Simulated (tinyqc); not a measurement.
Six-band Luttinger-Kohn model with strain: sweeps and comparisons. A value that a table varies takes the place of the one given here.

Six-band Luttinger-Kohn model in the basis |3/2,3/2>, |3/2,1/2>, |3/2,-1/2>, |3/2,-3/2>, |1/2,1/2>, |1/2,-1/2>, electron energies, zero at the top of the unstrained valence band. H = -[rows: (P+Q, -S, R, 0, -S/r2, r2 R); (-S*, P-Q, 0, R, -r2 Q, r32 S); (R*, 0, P-Q, S, r32 S*, r2 Q); (0, R*, S*, P+Q, -r2 R*, -S*/r2); (-S*/r2, -r2 Q, r32 S, -r2 R, P+Dso, 0); (r2 R*, r32 S*, r2 Q, -S/r2, 0, P+Dso)], r2 = sqrt(2), r32 = sqrt(3/2). Levels are twofold.

P = c g1 k^2 - av tr(e); Q = c g2 (kx^2 + ky^2 - 2 kz^2) - (b/2)(exx + eyy - 2 ezz); R = c sqrt3 [-g2 (kx^2 - ky^2) + 2i g3 kx ky] + (sqrt3/2) b (exx - eyy) - i d exy; S = 2 c sqrt3 g3 (kx - i ky) kz - d (exz - i eyz); c = hbar^2/2m0, e the strain tensor (not engineering shear).

s11 = (C11 + C12)/((C11 - C12)(C11 + 2 C12)), s12 = -C12/((C11 - C12)(C11 + 2 C12)), s44 = 1/C44; exx = s11 sxx + s12 (syy + szz) and cyclic, exy = s44 sxy/2; tension is positive. A uniaxial stress X along the unit vector n is s_ij = X n_i n_j.

Constants: hbar^2/2m0 = 3.80998211 eV angstrom^2.

Inputs chosen for the exercise (near those of Ge; shifted at random, so the results belong to these values and not to a real crystal):
- Dso = 0.283 eV (spin-orbit splitting)
- g1 = 13.38 (Luttinger gamma1)
- g2 = 4.29 (gamma2)
- g3 = 5.73 (gamma3)
- av = 1.17 eV (valence hydrostatic potential)
- b = -2.54 eV (tetragonal shear potential)
- d = -5.08 eV (trigonal shear potential)
- C11 = 124.4 GPa
- C12 = 48.9 GPa
- C44 = 63.6 GPa
- load = uniaxial [110] (kind of stress)
- X1 = 1.6 GPa (size of the stress)
- E_h = 5 meV (hole energy below the top)
- X = -1.23 GPa (stress)

## Sweep of a uniaxial [110] stress

Edges at k = 0 and curvature masses of the top pair along [110] and [001] (step 0.0002 1/angstrom); at zero stress the top is fourfold and has no single curvature.

Edges and masses:

| X (GPa) | top (eV) | second (eV) | third (eV) | splitting (meV) | m [110] | m [001] |
|---|---|---|---|---|---|---|
| -2.10 | 0.0598 | -0.0644 | -0.3115 | 124.2 | 0.034 | 0.159 |
| -1.40 | 0.0368 | -0.0433 | -0.2987 | 80.1 | 0.035 | 0.149 |
| -0.70 | 0.0167 | -0.0218 | -0.2889 | 38.5 | 0.038 | 0.139 |
| 0.00 | 0.0000 | 0.0000 | -0.2830 | 0.0 | - | - |
| 0.70 | 0.0221 | -0.0123 | -0.2818 | 34.4 | 0.318 | 0.051 |
| 1.40 | 0.0446 | -0.0196 | -0.2859 | 64.1 | 0.307 | 0.049 |
| 2.10 | 0.0673 | -0.0218 | -0.2953 | 89.1 | 0.297 | 0.048 |

The splitting reaches 124.2 meV under compression and 89.1 meV under the same tension; linear shear terms alone would make the two equal, and the difference comes from the coupling to the split-off band. At the ends of the sweep the top pair has a mass along [110] of 0.034 under compression and 0.297 under tension, so compression gives the lighter holes along [110]; along [001] it has 0.159 and 0.048. The top edge itself moves by +60 and +67 meV.

## Which stress helps holes along [110]

Each load has size X1 (biaxial: sxx = syy); masses are curvatures of the top pair at k = 0.

Results:

| load | splitting (meV) | top edge (meV) | m [110] | m [001] |
|---|---|---|---|---|
| uniaxial [110], compression | 92.5 | 43.1 | 0.035 | 0.152 |
| uniaxial [110], tension | 71.7 | 51.0 | 0.304 | 0.049 |
| uniaxial [100], compression | 124.1 | 61.8 | 0.060 | 0.147 |
| uniaxial [100], tension | 84.7 | 62.3 | 0.089 | 0.057 |
| uniaxial [111], compression | 82.1 | 36.8 | 0.047 | 0.075 |
| uniaxial [111], tension | 63.2 | 45.3 | 0.131 | 0.075 |
| biaxial (001), compression | 84.7 | 37.0 | 0.057 | 0.208 |
| biaxial (001), tension | 124.1 | 87.1 | 0.147 | 0.038 |

The lightest mass along [110] (0.035) comes with uniaxial [110], compression. The largest splitting (124.1 meV) comes with uniaxial [100], compression; biaxial (001), tension. The heaviest mass along [001] (0.208), which lowers the confinement energy in a (001) channel, comes with biaxial (001), compression. The splitting per GPa follows b (s11 - s12) for loads along cube axes and d s44 for [111]: here 2 |b| (s11 - s12) = 67.3 and |d| s44/sqrt3 = 46.1 meV per GPa in the limit of large Dso; where the splitting nears Dso, mixing with the split-off band makes it depend on the sign of the load.

## Warping of the constant-energy contours (six-band Luttinger-Kohn model)

No strain (e = 0). In the plane kz = 0, |k| where the top and second pairs lie E_h below the top, against the angle from [100]; m = c k^2/E_h.

Contours:

| angle (degrees) | k top (1/angstrom) | k second (1/angstrom) | m top (m0) | m second (m0) |
|---|---|---|---|---|
| 0 | 0.0165 | 0.0078 | 0.208 | 0.046 |
| 9 | 0.0170 | 0.0077 | 0.219 | 0.045 |
| 18 | 0.0182 | 0.0076 | 0.252 | 0.044 |
| 27 | 0.0200 | 0.0075 | 0.306 | 0.043 |
| 36 | 0.0220 | 0.0074 | 0.367 | 0.042 |
| 45 | 0.0228 | 0.0074 | 0.397 | 0.042 |

The heavy contour reaches 1.380 times as far along [110] as along [100], the light one 0.953 times. The warping follows g3 - g2 = 1.44 and would vanish for g2 = g3. Along [100] the heavy mass is 1/(g1 - 2 g2) = 0.208 at any energy, while the light one is 0.0458, against 1/(g1 + 2 g2) = 0.0455 at the edge, for E_h/Dso = 0.02.

## What each parameter does

Edges at k = 0 under a uniaxial [110] stress X and the curvature mass of the top pair along [110] (step 0.0002 1/angstrom). Each row changes one parameter from the base and keeps the others.

Results:

| case | top (eV) | second (eV) | third (eV) | mass (m0) |
|---|---|---|---|---|
| base | 0.0317 | -0.0381 | -0.2960 | 0.036 |
| g2 = 3.432 | 0.0317 | -0.0381 | -0.2960 | 0.037 |
| X = -0.984 GPa | 0.0245 | -0.0306 | -0.2925 | 0.037 |
| d = -6.096 eV | 0.0373 | -0.0423 | -0.2974 | 0.035 |
| C44 = 50.88 GPa | 0.0388 | -0.0434 | -0.2979 | 0.035 |
| av = 0.936 eV | 0.0330 | -0.0368 | -0.2947 | 0.036 |
| C12 = 58.68 GPa | 0.0346 | -0.0391 | -0.2964 | 0.036 |
| g1 = 16.056 | 0.0317 | -0.0381 | -0.2960 | 0.033 |

The largest shifts from the base row, up to three for each result and ties (the steps differ in size, so this ranks the rows, not the parameters). top (eV): X -0.0072, C44 +0.0072, d +0.0057; unchanged at the printed digits by g2 and g1. second (eV): X +0.0075, C44 -0.0053, d -0.0042; unchanged at the printed digits by g2 and g1. third (eV): X +0.0035, C44 -0.0019, d -0.0014; unchanged at the printed digits by g2 and g1. mass (m0): g1 -0.003, C44 -0.001, X +0.001, g2 +0.001, d -0.001; unchanged at the printed digits by av and C12. The Luttinger parameters multiply k^2 and cannot move the edges; av shifts all edges alike and leaves the mass.

Computed by tinyqc, a small Python program: `OMP_NUM_THREADS=1 python tinyqc.py 1080389 1080390 out.jsonl` (the numbers bound the seed that draws the inputs); one thread of a shared host (Intel(R) Xeon(R) Processor @ 2.30GHz), about 0.06 s for the whole set of steps.
